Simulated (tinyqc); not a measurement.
Cahn-Hilliard equation on a periodic one-dimensional grid: one step, computed by the program tinyqc. Command: `OMP_NUM_THREADS=1 python tinyqc.py 3011978 3011979 out.jsonl cahn walk`. One thread of a shared host (Intel(R) Xeon(R) Processor @ 2.30GHz), about 0.2 s of CPU time with the checks.

Free energy F = h sum_j [A (c_j^2 - 1)^2/4 + (kappa/2) ((c_(j+1) - c_j)/h)^2]; dc/dt = Lap(mu), mu = A (c^3 - c) - kappa Lap(c), Lap(y)_j = (y_(j+1) - 2 y_j + y_(j-1))/h^2, mobility 1; the grid has n = 12 points.

Task: Linear stability. f'' = A (3 c0^2 - 1). Mode m has lambda_m = (4/h^2) sin^2(pi m/n) and the rate w_m = -lambda_m (f'' + kappa lambda_m). In the continuum the fastest wavelength is 2 pi sqrt(2 kappa/|f''|) with the rate f''^2/(4 kappa). Explicit steps near c = +-1, where f'' = 2A, are stable for dt < 2/(16 kappa/h^4 + 8 A/h^2).

Inputs (values chosen for the exercise, in reduced units):
```
quantity                     value  unit
spacing h                        1     -
well depth A                  0.69     -
gradient coefficient kappa     1.3     -
mean composition c0         -0.022     -
```

Give: f''; Modes of the grid; fastest wavelength; largest rate; explicit limit of dt.

Result:

f'' = -0.68900

Modes of the grid:
```
m  lambda_m      w_m
1    0.2679    0.091
2    1.0000   -0.611
3    2.0000   -3.822
4    3.0000   -9.633
5    3.7321  -15.535
6    4.0000  -18.044
```

fastest wavelength = 12.206

largest rate = 0.091292

explicit limit of dt = 0.075988
